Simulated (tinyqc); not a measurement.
# Changing the reverse bias V_r

Model: Schottky barrier with interface states (Cowley-Sze model), image lowering and contact resistance. Computed by tinyqc, a small Python program. Command: `OMP_NUM_THREADS=1 python tinyqc.py 3004555 3004556 out.jsonl pinning sweep`. One thread of a shared host (Intel(R) Xeon(R) Processor @ 2.30GHz), about 0.01 s of CPU time with the checks.

An n-type semiconductor under a metal. The barrier lies between the Schottky-Mott limit phi_M - chi and the Bardeen limit E_g - E_n, E_n being the neutrality level of the interface states; the space-charge term of the full Cowley-Sze expression is left out.

Inputs (values chosen for the exercise, for a model semiconductor):
```
quantity                                       value         unit
gap E_g                                         3.85           eV
electron affinity chi                           4.03           eV
metal work function phi_M                       5.44           eV
neutrality level E_n above the valence band     1.28           eV
interface-state density D                    3.6e+12  cm^-2 eV^-1
dipole layer thickness delta                    0.51           nm
dipole layer constant eps_i                        4            -
dielectric constant eps_s                       7.79            -
electron mass m_e                              0.176          m_0
valleys M_c                                        1            -
donor density N                              1.1e+16        cm^-3
temperature T                                    350            K
```

Pinning factor from: interface states.

Constants: e = 1.602176634e-19 C; eps_0 = 8.8541878128e-12 F/m; k_B = 8.617333262e-05 eV/K; m_0 = 9.1093837015e-31 kg; k_B = 1.380649e-23 J/K; h = 6.62607015e-34 J s.

Method:
- S = 1/(1 + e^2 D delta/(eps_i eps_0)); for D per eV, e^2 D is the number e x D in SI units, with 1 cm^-2 = 1e4 m^-2.
- phi_B = S (phi_M - chi) + (1 - S)(E_g - E_n); the hole barrier is E_g - phi_B.
- N_c = 2 M_c (2 pi m_e k_B T/h^2)^(3/2); xi = E_c - E_F solves N = N_c F_1/2(-xi/k_B T) (bisection; full ionisation).
- F_1/2(eta) = (2/sqrt(pi)) int_0^infinity sqrt(x)/(1 + exp(x - eta)) dx, by the trapezoid rule in t = sqrt(x) with step 0.02 up to t = 12 (for eta < -12 by exp(eta) - exp(2 eta)/2^(3/2)).
- V_bi = phi_B - xi; W = sqrt(2 eps_s eps_0 (V_bi + V_r - k_B T/e)/(e N)); field at the metal E_m = e N W/(eps_s eps_0); image lowering sqrt(e E_m/(4 pi eps_s eps_0)).
- A* = 4 pi e m_e M_c k_B^2/h^3 (a simple valley count); J_s = A* T^2 exp(-phi/k_B T).
- J_0 uses phi_B; the reverse current uses phi_B less the image lowering, times 1 - exp(-V_r/k_B T).

One run for each value; columns: (1) reverse bias V_r (V); (2) depletion width W (nm); (3) image lowering (eV); (4) thermionic reverse current (A/cm^2); (5) field E_m (V/cm):
```
(1)       (2)       (3)         (4)         (5)
0.20    343.5  0.040278  2.5634e-15  8.7764e+04
0.41    366.6  0.041613  2.6830e-15  9.3679e+04
0.84    410.0  0.044004  2.9043e-15  1.0475e+05
1.70    485.2  0.047870  3.3015e-15  1.2397e+05
3.50    613.4  0.053826  4.0224e-15  1.5674e+05
7.20    816.0  0.062082  5.2889e-15  2.0851e+05
15.00  1129.8  0.073049  7.6082e-15  2.8868e+05
30.00  1565.4  0.085986  1.1684e-14  3.9999e+05
```

What does the table show, and why?

Over the rows, depletion width W (nm) rises from 343 to 1570 (exponent d ln y / d ln x 0.091 between the first rows and 0.47 between the last); image lowering (eV) rises from 0.0403 to 0.0860 (exponent d ln y / d ln x 0.045 between the first rows and 0.24 between the last); thermionic reverse current (A/cm^2) rises from 2.56e-15 to 1.17e-14 (exponent d ln y / d ln x 0.064 between the first rows and 0.62 between the last). At the high end the exponent of depletion width W is 0.47, close to 0.50: W goes as sqrt(V_bi + V_r). At the high end the exponent of image lowering is 0.24, close to 0.25: the lowering goes as (V_bi + V_r)^(1/4).
